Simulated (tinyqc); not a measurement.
# p-n heterojunction, non-linear Poisson equation by Newton steps, Fermi-Dirac statistics, step by step

Numbers from tinyqc (`OMP_NUM_THREADS=1 python tinyqc.py 2040003 2040004 out.jsonl`; about 0.1 s on one thread of a shared Intel Xeon 2.30GHz). Printed values are rounded.

One dimension, material 1 (p-type) at x < 0 and material 2 (n-type) at x > 0. Band edges: Ec = -psi in material 1 and -psi + dEc in material 2, Ev = Ec - Eg. Flat quasi-Fermi levels: 0 for holes, +V for electrons. n = Nc F((EFn - Ec)/Vt), p = Nv F((Ev - EFp)/Vt), with F(eta) = F_1/2(eta) = (2/sqrt(pi)) int_0^infinity sqrt(u) du/(1 + exp(u - eta)) (Fermi-Dirac statistics); full ionisation, no interface charge, classical densities; the doping types are chosen for the exercise.

Values chosen for this exercise; band and dielectric values close to those of In0.53Ga0.47As and InAlAs:
```
symbol    value   unit                                          meaning
T           400      K                                      temperature
Eg1       0.729     eV                           band gap of material 1
er1        13.8                     relative permittivity of material 1
Nc1     3.25e17  cm^-3  conduction-band density of states of material 1
Nv1     1.16e19  cm^-3     valence-band density of states of material 1
Eg2        1.45     eV                           band gap of material 2
er2        12.2                     relative permittivity of material 2
Nc2     7.64e17  cm^-3  conduction-band density of states of material 2
Nv2     1.55e19  cm^-3     valence-band density of states of material 2
dEc        0.51     eV                 conduction-band offset Ec2 - Ec1
N1         1e17  cm^-3                   acceptor density of material 1
N2       4.2e17  cm^-3                      donor density of material 2
V             0      V                    bias of side 1 against side 2
```

Constants: q = 1.602176634e-19 C, kB = 1.380649e-23 J/K, Vt = kB T/q, eps0 = 8.8541878128e-14 F/cm where lengths are in cm. Results are converted to the units shown.

## Offsets and end potentials

dEv = Ev1 - Ev2 = Eg2 - Eg1 - dEc. Neutrality of the majority carriers far from the junction: Nv1 F((-psi_L - Eg1)/Vt) = N1 and Nc2 F((V + psi_R - dEc)/Vt) = N2. Total bending psi_R - psi_L.

dEv = 0.211 eV
psi_L = -0.5652520 V
psi_R = 0.4960253 V
psi_R - psi_L = 1.061277 V

The alignment is straddling (type I): dEc and dEv have the same sign.

## Permittivity of the intervals

x, node 0 to 9 (nm): -264  -127  -57.4  -22.3  -4.5  4.5  17.7  36.9  65  106

er1 or er2; the interface lies midway in its interval, which gets the series value 2 er1 er2/(er1 + er2).

eps_r, interval 0 to 8: 13.8  13.8  13.8  13.8  12.95077  12.2  12.2  12.2  12.2

## Couplings between neighbouring nodes

a_i = eps0 eps_r/h_i for the interval from node i to i + 1, with h_i = x_(i+1) - x_i in cm.

coupling a_i, interval 0 to 8 (F/cm^2): 8.918817e-8  1.755572e-7  3.481134e-7  6.864483e-7  1.274095e-6  8.183416e-7  5.626099e-7  3.844167e-7  2.634661e-7

## Starting potential

material, node 0 to 9: 1  1  1  1  1  2  2  2  2  2

psi_L + (psi_R - psi_L)(1 + tanh(x/s))/2 on the inner nodes with s = 31 nm, psi_L and psi_R on the ends.

psi at the start, node 0 to 9 (V): -0.5652520  -0.5649587  -0.5397270  -0.3617571  -0.1111050  0.0418784  0.2392332  0.4061770  0.4802460  0.4960253

## Iteration 1: densities, residual and Jacobian diagonal

n_i = Nc F(a_n), a_n = (V - Ec_i)/Vt; p_i = Nv F(a_p), a_p = (Ec_i - Eg)/Vt; rho_i = p_i - n_i + C_i with C = -N1 or +N2; g_i = (Nc F'(a_n) + Nv F'(a_p))/Vt with F' = F_-1/2(eta) = (1/sqrt(pi)) int_0^infinity u^(-1/2) du/(1 + exp(u - eta)). Box widths w_i = (h_(i-1) + h_i)/2 in cm. Residual F_i = a_i (psi_(i+1) - psi_i) - a_(i-1) (psi_i - psi_(i-1)) + q rho_i w_i; Jacobian: a_(i-1) and a_i beside the diagonal, b_i = -a_(i-1) - a_i - q g_i w_i on it. The two end nodes are fixed.

```
node    n (cm^-3)    p (cm^-3)
0     2.454834e10         1e17
1     2.475810e10  9.915529e16
2     5.147812e10  4.776291e16
3     8.993741e12  2.737772e14
4     1.276424e16  1.902495e11
5     9.660956e11   6.594909e6
6     2.961571e14     21510.35
7     3.694546e16     169.5305
8     2.829069e17     19.77058
9          4.2e17     12.50860
```

```
node  residual F (C/cm^2)  diagonal b (F/cm^2)
1             3.005372e-9         -5.011356e-6
2             1.371074e-8         -1.684193e-6
3             6.784064e-8         -1.038038e-6
4            -1.353904e-9         -2.038959e-6
5             4.128166e-8         -2.092442e-6
6             4.135581e-8         -1.383181e-6
7             7.969414e-8         -1.346343e-6
8             5.157212e-8         -4.669960e-6
```

## Iteration 1: Newton step

Solve the tridiagonal system a_(i-1) d_(i-1) + b_i d_i + a_i d_(i+1) = -F_i for nodes 1 to 8, with d = 0 on fixed nodes. Each component d is damped to sign(d) Vt ln(1 + |d|/Vt) before it is added.

Newton step d, before damping, node 1 to 8 (V): 0.0028458  0.0641152  0.2693724  0.2759986  0.2976179  0.2808337  0.1840263  0.0261919
psi after iteration 1, node 0 to 9 (V): -0.5652520  -0.5622243  -0.5035051  -0.2867368  -0.0353410  0.1199627  0.3155298  0.4698314  0.4997293  0.4960253

## Iteration 2: densities, residual and Jacobian diagonal

As before.

```
node    n (cm^-3)    p (cm^-3)
0     2.454834e10         1e17
1     2.680213e10  9.161439e16
2     1.472308e11  1.671574e16
3     7.927234e13  3.105890e13
4     1.041413e17  2.112222e10
5     9.307599e12   6.845254e5
6     2.706033e15     2351.539
7     2.156820e17     26.74471
8     4.593401e17     11.23418
9          4.2e17     12.50860
```

```
node  residual F (C/cm^2)  diagonal b (F/cm^2)
1            -3.840088e-9         -4.651375e-6
2            -4.702551e-9         -9.302098e-7
3             5.471222e-8         -1.035918e-6
4            -1.852593e-8         -2.543703e-6
5             3.686086e-8         -2.092485e-6
6             3.508061e-8         -1.401302e-6
7             2.100745e-9         -3.104337e-6
8            -3.424590e-8         -6.748923e-6
```

## Iteration 2: Newton step

As before.

Newton step d, before damping, node 1 to 8 (V): 0.0005605  0.0367246  0.1113596  0.0697254  0.0937481  0.0861118  0.0157659  -0.0041763
psi after iteration 2, node 0 to 9 (V): -0.5652520  -0.5616683  -0.4785031  -0.2370194  0.0027886  0.1652436  0.3586941  0.4828141  0.4957873  0.4960253

## Course of the Newton iteration

Stop when the largest undamped |d| is below 1e-9 V, or after 80 iterations.

Course of the iteration:
```
iteration  largest |F| (C/cm^2)  largest |d| (V)  at node
1                       7.97e-8            0.298        5
2                       5.47e-8            0.111        3
3                       3.80e-8           0.0483        3
4                       1.98e-8           0.0174        3
5                       3.39e-9          3.22e-3        3
6                      1.46e-10          1.38e-4        3
7                      2.84e-13          2.68e-7        3
8                      1.08e-18         1.02e-12        3
```

Converged in 8 iterations. Once the step is below 0.1 Vt, 3 more iteration(s) reach the threshold: near the solution the error is roughly squared each time.

## Band edges, densities and displacement

converged psi, node 0 to 9 (V): -0.5652520  -0.5616124  -0.4655534  -0.1895672  0.0129441  0.1947657  0.3865915  0.4815769  0.4951378  0.4960253

Ec, Ev, n and p as defined; D = a_k (psi_(k+1) - psi_k) on the interval that holds the interface.

```
node     Ec (eV)    Ev (eV)    n (cm^-3)    p (cm^-3)
0      0.5652520  -0.163748  2.454834e10         1e17
1      0.5616124  -0.167388  2.728217e10  9.000682e16
2      0.4655534  -0.263447  4.427605e11  5.560360e15
3      0.1895672  -0.539433  1.326829e15  1.853121e12
4     -0.0129441  -0.741944  3.315234e17   5.204437e9
5      0.3152343  -1.134766  8.152672e13     78147.08
6      0.1234085  -1.326592  2.108527e16     299.2361
7      0.0284231  -1.421577  2.927243e17     19.02180
8      0.0148622  -1.435138  4.110050e17     12.83488
9      0.0139747  -1.436025       4.2e17     12.50860
```

D = 231.6580 nC/cm^2

## Check against the first integral

Exact first integral: on each side D^2/(2 eps0 er) = G, G = q [Vt (nI_j - nI_b) + Vt (pI_j - pI_b) - C (psi_j - psi_b)], with C = -N1 or +N2, b the neutral end of that side, and nI, pI the densities with F_1/2 replaced by F_3/2(eta) = (4/(3 sqrt(pi))) int_0^infinity u^(3/2) du/(1 + exp(u - eta)). D is continuous, so er1 G1(psi_j) = er2 G2(psi_j) fixes psi_j. Ends from Nv1 F((-psi_L - Eg1)/Vt) = N1 and Nc2 F((V + psi_R - dEc)/Vt) = N2. D is counted positive when psi rises towards material 2.

psi_j = 0.09313787 V
D = 230.3862 nC/cm^2
psi_j - psi_L = 0.6583898 V
psi_R - psi_j = 0.4028875 V
Ec1 - EFn at the interface = -0.09313787 eV
Ec2 - EFn at the interface = 0.4168621 eV

Material 1 takes 62.0 % of the bending. The 10-node mesh gave D = 231.7 nC/cm^2, 0.55 % above the exact value in size.
